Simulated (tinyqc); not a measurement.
# Energy and delay of logic against supply voltage: two studies

One expression serves below and above threshold: I(Vg) = Ik [ln(1 + exp((Vg - VT + dd V)/(al nf Vt)))]^al, with I_on = I(V) and I_off = I(0). Gate delay td = kd C V/I_on, clock period LD td. Per gate and cycle the switching energy is act C V^2 and the leakage energy I_off V LD td. No short-circuit current, no variation. Minima are sought above 0.09 V; below a few Vt gates no longer switch and the model has no meaning.

Parameters, values chosen for the exercise; values of the order met in logic technologies:
- T = 378 K (temperature)
- VT = 0.38 V (threshold voltage at zero drain bias)
- nf = 1.31 (slope factor)
- dd = 0.05 (barrier lowering per volt of supply)
- Ik = 2.9 uA (specific current of a gate)
- al = 1.54 (exponent of the current law)
- C = 0.35 fF (load capacitance of a gate)
- kd = 0.9 (delay factor)
- LD = 20 (logic depth)
- act = 0.05 (activity factor)

Constants: q = 1.602176634e-19 C, kB = 1.380649e-23 J/K, Vt = kB T/q. Results are converted to the units shown.

Each table varies one quantity; the others keep the values above.

## Energy and delay against supply voltage

EDP = energy times td.

Energy and delay against supply voltage:

| V (V) | I_on (uA) | I_off (nA) | td (ps) | switching (aJ) | leakage (aJ) | energy (aJ) | EDP (fJ ps) |
|---|---|---|---|---|---|---|---|
| 0.17 | 0.02491 | 0.4789 | 2150 | 0.5058 | 3.501 | 4.006 | 8.614 |
| 0.28 | 0.3203 | 0.5446 | 275.4 | 1.372 | 0.8399 | 2.212 | 0.6091 |
| 0.4 | 3.095 | 0.6267 | 40.71 | 2.800 | 0.2041 | 3.004 | 0.1223 |
| 0.51 | 11.57 | 0.7127 | 13.88 | 4.552 | 0.1009 | 4.653 | 0.06460 |
| 0.63 | 27.39 | 0.8200 | 7.246 | 6.946 | 0.07487 | 7.021 | 0.05087 |
| 0.74 | 46.30 | 0.9325 | 5.034 | 9.583 | 0.06948 | 9.652 | 0.04859 |
| 0.86 | 70.75 | 1.073 | 3.829 | 12.94 | 0.07066 | 13.01 | 0.04983 |
| 0.97 | 96.20 | 1.220 | 3.176 | 16.47 | 0.07518 | 16.54 | 0.05254 |
| 1.09 | 126.9 | 1.404 | 2.705 | 20.79 | 0.08276 | 20.87 | 0.05646 |
| 1.2 | 157.7 | 1.596 | 2.398 | 25.20 | 0.09183 | 25.29 | 0.06064 |

What does the comparison show, and why?

td falls from 2150 to 2.40 ps; the energy goes from 4.01 through a minimum of 2.21 (at V = 0.28 V among the rows listed) to 25.3 aJ and the EDP goes from 8.61 through a minimum of 0.0486 (at V = 0.74 V among the rows listed) to 0.0606 fJ ps. The exact minima lie at V = 0.288 V for the energy and 0.746 V for the EDP. Going from 1.2 V to the energy minimum saves a factor of 11.5 in energy and costs a factor of 98.5 in delay. Below the minimum the leakage energy rises faster than the switching energy falls, because the clock period grows so steeply.

## Optimum supplies against the threshold voltage at zero drain bias

Same model as above.

V_min minimises the energy and V_EDP the product of energy and td.

Result of one run:

| VT (V) | V_min (V) | energy at V_min (aJ) | leakage share (%) | clock at V_min (MHz) | V_EDP (V) | clock at V_EDP (GHz) |
|---|---|---|---|---|---|---|
| 0.3 | 0.2892 | 2.534 | 42.26 | 962.4 | 0.6061 | 9.408 |

What becomes of these results when the threshold voltage at zero drain bias VT is changed from 0.3 to 0.4 V, all else the same?

Result of the changed run:

| VT (V) | V_min (V) | energy at V_min (aJ) | leakage share (%) | clock at V_min (MHz) | V_EDP (V) | clock at V_EDP (GHz) |
|---|---|---|---|---|---|---|
| 0.4 | 0.2883 | 2.168 | 32.91 | 139.2 | 0.7837 | 10.33 |

The whole series:

| VT (V) | V_min (V) | energy at V_min (aJ) | leakage share (%) | clock at V_min (MHz) | V_EDP (V) | clock at V_EDP (GHz) |
|---|---|---|---|---|---|---|
| 0.3 | 0.2892 | 2.534 | 42.26 | 962.4 | 0.6061 | 9.408 |
| 0.35 | 0.2886 | 2.286 | 36.23 | 386.6 | 0.6899 | 9.737 |
| 0.4 | 0.2883 | 2.168 | 32.91 | 139.2 | 0.7837 | 10.33 |
| 0.45 | 0.2882 | 2.113 | 31.21 | 46.68 | 0.8806 | 10.98 |
| 0.5 | 0.2881 | 2.087 | 30.38 | 15.05 | 0.9783 | 11.62 |
| 0.55 | 0.2881 | 2.075 | 29.98 | 4.754 | 1.076 | 12.24 |

As VT goes from 0.3 to 0.55, V_min stays near 0.288 V, the energy there falls from 2.53 to 2.07 aJ, the clock there falls from 962 to 4.75 MHz and V_EDP rises from 0.606 to 1.08 V. V_min lies below VT for VT = 0.3, 0.35, 0.4, 0.45, 0.5, 0.55 V. As VT grows, I_on too becomes a subthreshold current, VT cancels more and more from the energy, and it mainly sets the clock.

Program tinyqc, `OMP_NUM_THREADS=1 python tinyqc.py 2082135 2082136 out.jsonl`; Intel Xeon 2.30GHz, shared host, one thread, about 0.01 s.
